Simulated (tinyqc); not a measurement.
Sputter depth profiling of a dopant layer: erosion rate, quantification and the mixing-roughness response. Changing the box width b. Computed by tinyqc, a small Python program. Command: `OMP_NUM_THREADS=1 python tinyqc.py 3003144 3003145 out.jsonl sims sweep`. One thread of a shared host (Intel(R) Xeon(R) Processor @ 2.30GHz), about 0.1 s of CPU time with the checks.

A rastered ion beam erodes silicon (49.94 atoms per nm^3). The measured profile is the true one convolved with a depth response.

Inputs (values chosen for the exercise, modelled on a dopant in silicon under an oxygen or caesium beam):

| quantity | value | unit |
|---|---|---|
| beam energy E | 0.71 | keV |
| beam current | 110 | nA |
| raster side | 250 | um |
| sputter yield at 1 keV | 1 | - |
| mixing length at 1 keV | 1.8 | nm |
| roughness sigma | 1.4 | nm |
| depth of the top edge z0 | 18 | nm |
| box concentration C | 1.5e+19 | 1/cm^3 |
| relative sensitivity factor RSF | 5.8e+21 | 1/cm^3 |
| matrix count rate | 330000 | 1/s |
| background count rate | 0.88 | 1/s |
| counting time per point | 2 | s |
| level that defines the junction C_B | 2e+16 | 1/cm^3 |

True profile: box.

Constants: e = 1.602176634e-19 C.

Method:
- Scaling chosen for the exercise: yield Y = Y1 E^0.5, mixing length w = w1 E^0.5 (E in keV).
- Erosion rate = Y I/(e x raster^2 x density); depth step = rate x counting time; concentration = RSF x counts/matrix counts; detection limit = RSF x 3 sqrt(background x time)/(matrix rate x time).
- Mixing alone turns a layer at z0 into (1/w) exp(-(z - z0 + w)/w) for z > z0 - w; roughness adds a Gaussian of width sigma. With x = z - z0 + w: g(x) = (1/(2w)) exp(sigma^2/(2 w^2) - x/w) erfc((sigma/w - x/sigma)/sqrt2), and its integral G(x) = (1/2) erfc(-x/(sigma sqrt2)) - w g(x). Measured: C [G(x) - G(x - b)].
- Find the maximum, the full width at half maximum and the deep point where the profile falls to C_B; far down, the trailing edge decays by w ln(10) per decade.

One run for each value:

| box width b (nm) | peak concentration (1/cm^3) | full width at half maximum (nm) | apparent junction depth (nm) |
|---|---|---|---|
| 0.30 | 9.7935e+17 | 4.133 | 24.865 |
| 0.52 | 1.6932e+18 | 4.145 | 25.814 |
| 0.91 | 2.9396e+18 | 4.182 | 26.873 |
| 1.60 | 5.0446e+18 | 4.296 | 28.121 |
| 2.70 | 7.9925e+18 | 4.613 | 29.590 |
| 4.80 | 1.1859e+19 | 5.681 | 31.905 |
| 8.30 | 1.4349e+19 | 8.490 | 35.464 |
| 14.00 | 1.4962e+19 | 14.012 | 41.170 |

What does the table show, and why?

Over the rows, peak concentration (1/cm^3) rises from 9.79e17 to 1.50e19 (exponent d ln y / d ln x 1.00 between the first rows and 0.080 between the last); full width at half maximum (nm) rises from 4.13 to 14.0 (exponent d ln y / d ln x 0.0052 between the first rows and 0.96 between the last); apparent junction depth (nm) rises from 24.9 to 41.2 (exponent d ln y / d ln x 0.068 between the first rows and 0.29 between the last). At the low end the exponent of peak concentration is 1.00, close to 1: a box thinner than the response looks like a delta layer. At the low end the exponent of full width at half maximum is 0.01, close to 0: the response sets the width. Convolution conserves area, so the dose C b would be measured correctly in every row, even where the peak is not. Left out: 25.0 (the peak is near the junction level, or the box is flat-topped).

Caution (all rows): C_B lies below the detection limit, so this point could not be measured.

Extremes, crossings and ranges named in words are read from the listed rows.
